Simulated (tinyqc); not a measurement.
Where the wafer is too thin: surface photovoltage measurement of the minority-carrier diffusion length in a wafer. Computed by tinyqc, a small Python program. Command: `OMP_NUM_THREADS=1 python tinyqc.py 3130239 3130240 out.jsonl spv walk`. One thread of a shared host (Intel(R) Xeon(R) Processor @ 2.30GHz), about 0.01 s of CPU time with the checks.

Low injection, steady light, a depletion layer much thinner than 1/alpha and L. The excess density dn is taken at the front edge of the neutral region; light that reaches the back is lost.

Inputs (values chosen for the exercise, modelled on p-type silicon at room temperature):
```
quantity                            value        unit
wafer thickness W                     775  micrometre
diffusivity D                        26.4      cm^2/s
front recombination velocity S_f     2700        cm/s
back recombination velocity S_b       160        cm/s
photon flux entering              8.5e+11  1/(cm^2 s)
```

Method:
- alpha = (84.732/lambda - 76.417)^2 per cm with lambda in micrometre (an empirical fit for silicon between 0.7 and 1.05 micrometre).
- Thick wafer: dn = Phi L/((S_f + D/L)(L + 1/alpha)). Finite wafer, with s = S_b L/D, w = W/L, a = alpha L: dn = [Phi a/(a^2 - 1)] [a - B - exp(-alpha W)(a - s)/(cosh w + s sinh w)]/(S_f + B D/L), B = (sinh w + s cosh w)/(cosh w + s sinh w).
- Readings y = (Phi/dn) (1 + noise x g) at 780, 830, 880, 920, 950, 975 and 995 nm; a least-squares line y = c (1/alpha + L_app) gives L_app = intercept/slope.
- No noise; L is varied at fixed W, and the last two columns set S_b to 0 and to 1e7 cm/s.

Apparent length (micrometre):
```
L          W/L  given S_b     S_b = 0  S_b = 1e7
38.8    19.974       38.8  3.8800e+01      38.80
77.5    10.000       77.5  7.7500e+01      77.50
155.0    5.000      155.1  1.5510e+02     154.89
232.0    3.341      233.5  2.3397e+02     229.92
388.0    1.997      405.8  4.1745e+02     359.55
620.0    1.250      692.1  7.9448e+02     479.05
1010.0   0.767     1142.1  1.7559e+03     564.62
1630.0   0.475     1606.1  4.0637e+03     607.41
3100.0   0.250     2003.7  1.1965e+04     629.44
```

What follows from these numbers?

With a fast back surface L_app levels off, at 629 micrometre in the last row; with a passive one it reaches up to 3.86 times L among these rows and is 12000 in the last. All three columns are within 5 % of L down to W/L = 3.3.

Extremes, crossings and ranges named in words are read from the listed rows.
